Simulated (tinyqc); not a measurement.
Length of a molecular wire: coherent transport through a tight-binding bridge. Computed by the program tinyqc. Command: `OMP_NUM_THREADS=1 python tinyqc.py 115577 115578 out.jsonl`; one thread of a shared host (Intel(R) Xeon(R) Processor @ 2.60GHz), about 0.9 s.

A uniform bridge between two chains:
```
parameter                        value
site energy (eV)              0.720000
hopping in the bridge (eV)    1.220000
lead hopping (eV)             2.510000
couplings (eV)              0.42, 0.71
E (eV)                        0.170000
```

T = Gamma_L Gamma_R |G_1n|^2 with the self-energies of semi-infinite chains.

Transmission against length:
```
sites           T     ln T
2      5.7873e-02  -2.8495
3      5.3814e-02  -2.9222
4      1.7217e-01  -1.7593
5      3.6420e-02  -3.3126
6      7.5000e-01  -0.2877
7      3.7562e-02  -3.2818
8      1.3684e-01  -1.9889
9      5.9798e-02  -2.8168
10     5.2298e-02  -2.9508
```

E lies inside the band of the bridge (|E - e|/2h = 0.225 < 1): T does not decay but oscillates with length, between 0.036 and 0.750 here, as levels of the bridge pass E.
